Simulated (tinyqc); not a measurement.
## Trap and transport parameters from the curve

Question. A layer shows an ohmic current q n0 mu V/L, then a square law (9/8) th eps0 eps_r mu V^2/L^3 above Vx = 8 q n0 L^2/(9 th eps0 eps_r), and trap filling at V_TFL = q Nt L^2/(2 eps0 eps_r). th = y/(1 + y), y = (Nc/Nt) exp(-Et/kB T). The square-law current at V is given. Find th, n0, Nt and Et.

Inputs (values chosen for the exercise): temperature T = 300 K; relative permittivity eps_r = 15.5; mobility mu = 8.5 cm^2/(V s); thickness L = 690 nm; band density of states Nc = 4.2e20 cm^-3; voltage V = 7.6 V.

Constants: q = 1.602176634e-19 C, kB = 1.380649e-23 J/K, Vt = kB T/q, eps0 = 8.8541878128e-14 F/cm where lengths are in cm. Results are converted to the units shown.

Mott-Gurney J = 22.231204 A/cm^2
Vx = 1.2307098 V
V_TFL = 161.18556 V

Solution. The square law gives th, Vx gives n0, V_TFL gives Nt, and th with Nt gives Et.

th = 0.009635
n0 = 2.400e13 cm^-3
Nt = 5.800e17 cm^-3
Et = 0.2900 eV

Computed by the program tinyqc: `OMP_NUM_THREADS=1 python tinyqc.py 2370119 2370120 out.jsonl`, one thread of a shared Intel Xeon 2.30GHz, about 0.01 s for the whole run.
